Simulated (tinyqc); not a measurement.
On-chip power grid, static voltage drop by conjugate gradients: course of the conjugate-gradient iteration.

A grid of 3 rows and 4 columns, node k = 4 row + column. Neighbours in a row are joined by Rx, in a column by Ry; pad nodes, which reach the supply through Rp: 0, 3, 8, 11. Each node draws I0, node 11 draws kh I0. The drops u = Vdd - V solve G u = i, with G the conductance matrix (1/Rp added on the diagonal at pad nodes).

G_kk = sum of the conductances at node k. Start u = 0, so the residual is r = i; z = r/G_kk (Jacobi preconditioner), p = z.

q = G p; with z = r/G_kk: a = (r.z)/(p.q); u(new) = u + a p; r(new) = r - a q; b = (r.z)(new)/(r.z); p(new) = z(new) + b p.

Stop when |r| is below 1e-9 mA.

Parameters, values chosen for the exercise: resistance of a horizontal segment Rx = 1 ohm; resistance of a vertical segment Ry = 0.12 ohm; resistance from a pad node to the supply Rp = 0.06 ohm; load current of an ordinary node I0 = 9 mA; factor on the load at the hot node kh = 1.

Course of the iteration:

| iteration | largest u (mV) | \|r\| (mA) |
|---|---|---|
| 1 | 3.57587 | 54.1 |
| 2 | 6.00068 | 35.3 |
| 3 | 10.6146 | 21.9 |
| 4 | 10.9933 | < 1e-11 |

Did this iteration meet its convergence test, and what does its course show?

Yes. Converged in 4 iterations for 12 unknowns; in exact arithmetic the method needs at most 12. The condition number of the scaled matrix is 28.8. Gauss-Seidel sweeps in node order need 174 to reach the same residual.

tinyqc, about 0.07 s, one thread, Intel Xeon 2.30GHz (shared host): `OMP_NUM_THREADS=1 python tinyqc.py 2770190 2770191 out.jsonl`
